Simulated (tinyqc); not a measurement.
# Single-photon avalanche diode, trigger probability and counting: what changes with what

A multiplication layer of width W with the uniform field V/W; alpha = an exp(-bn/E) for electrons, beta = ap exp(-bp/E) for holes (local model, no dead space). a = alpha W, b = beta W. Electrons enter at x = 0, holes at x = W. P0 is the probability that an electron entering at 0 starts a lasting avalanche, PW the same for a hole entering at W.

Values chosen for this exercise; ionisation coefficients close to those of germanium: electron prefactor an = 1.51e7 1/cm; electron field bn = 1.6 MV/cm; hole prefactor ap = 9.84e6 1/cm; hole field bp = 1.27 MV/cm; width of the multiplication layer W = 0.5 um; probability that a photon makes a pair that enters the layer eta = 0.71; thermal generation rate in the layer Gd = 2100 1/s; dead time td = 50 ns; diode capacitance Cd = 12 fF; quench resistance Rq = 500 kohm; trapping probability per avalanche carrier pa = 5.4e-8; trap release time tt = 8.8 ns; photon rate nph = 2.4e7 1/s.

Constants: q = 1.602176634e-19 C. Results are converted to the units shown.

Each table varies one quantity; the others keep the values above.

## Effect of the width of the multiplication layer

Breakdown: ln(a/b) = a - b with a not equal to b. Above it PW/(1 - PW) = [P0/(1 - P0)] exp(b - a) and b ln(1 - P0) = a ln(1 - PW); the mean over pairs made evenly in the layer is Pm = ln[(1 - PW)/(1 - P0)]/(a - b). The excess bias is 10 % of VB in every row.

Results:
```
W (um)  VB (V)  E at VB (MV/cm)  beta/alpha at VB      P0      PW
0.15     4.113           0.2742             2.171  0.5126  0.7530
0.25     6.236           0.2495             2.446  0.5266  0.8025
0.41     9.404           0.2294             2.747  0.5371  0.8438
0.67     14.23           0.2124             3.083  0.5451  0.8785
1.8      33.25           0.1847             3.890  0.5544  0.9310
3        51.91           0.1730             4.389  0.5563  0.9502
5        81.35           0.1627             4.953  0.5565  0.9649
```

Estimate the missing row, W = 1.1 um.

Computed row:
```
W (um)  VB (V)  E at VB (MV/cm)  beta/alpha at VB      P0      PW
1.1      21.73           0.1975             3.464  0.5508  0.9076
```

With this row back in the table: As W grows, VB rises from 4.11 to 81.4 V, as W^(0.85) on average, the breakdown field falls from 0.274 to 0.163 MV/cm and beta/alpha rises from 2.17 to 4.95. At equal relative excess P0 rises from 0.513 to 0.557 and PW rises from 0.753 to 0.965. For W = 0.15, 0.25 dead space and band-to-band tunnelling, left out here, matter.

## Effect of the excess bias

PDP = eta P0; dark counts Gd Pm; avalanche charge Cd Vx/q; afterpulse probability pa (Cd Vx/q) exp(-td/tt) Pm; true rate n = nph PDP + dark counts; measured n/(1 + n td) (non-paralysable) or n exp(-n td) (paralysable); recharge time Rq Cd.

Result of one run:
```
Vx (V)  Vx/VB (%)       P0       PW       Pm      PDP  dark counts (1/s)  afterpulse (%)
4.4        39.608  0.98680  0.99972  0.99663  0.70063             2092.9       0.0060432
```

What becomes of these results when the excess bias Vx is changed from 4.4 to 0.28 V, all else the same?

Result of the changed run:
```
Vx (V)  Vx/VB (%)       P0       PW       Pm      PDP  dark counts (1/s)  afterpulse (%)
0.28       2.5205  0.16741  0.39851  0.27266  0.11886             572.59       1.0521e-4
```

The whole series:
```
Vx (V)  Vx/VB (%)        P0       PW       Pm       PDP  dark counts (1/s)  afterpulse (%)
0.11      0.99019  0.068633  0.18263  0.11770  0.048729             247.17       1.7843e-5
0.18       1.6203   0.11035  0.28008  0.18519  0.078347             388.89       4.5937e-5
0.28       2.5205   0.16741  0.39851  0.27266   0.11886             572.59       1.0521e-4
0.44       3.9608   0.25278  0.54727  0.39346   0.17947             826.27       2.3858e-4
0.7        6.3012   0.37704  0.71270  0.54865   0.26770             1152.2       5.2926e-4
1.1        9.9019   0.53675  0.85588  0.71449   0.38110             1500.4       0.0010831
1.8        16.203   0.73912  0.95687  0.87454   0.52478             1836.5       0.0021694
2.8        25.205   0.90108  0.99283  0.96436   0.63977             2025.2       0.0037212
4.4        39.608   0.98680  0.99972  0.99663   0.70063             2092.9       0.0060432
```

VB is 11.11 V. P0 rises from 0.0686 to 0.987 and PW rises from 0.183 to 1.00; P0 goes as Vx^(0.96) at the start and Vx^(0.20) at the end. Holes trigger better in every row. The afterpulse probability keeps growing, as Vx^(1.07) at the end, because the avalanche charge grows with Vx. For Vx = 2.8, 4.4 the excess bias passes a quarter of VB, where tunnelling adds dark counts that are left out here.

Program tinyqc, `OMP_NUM_THREADS=1 python tinyqc.py 2630012 2630013 out.jsonl`; Intel Xeon 2.30GHz, shared host, one thread, about 0.01 s.
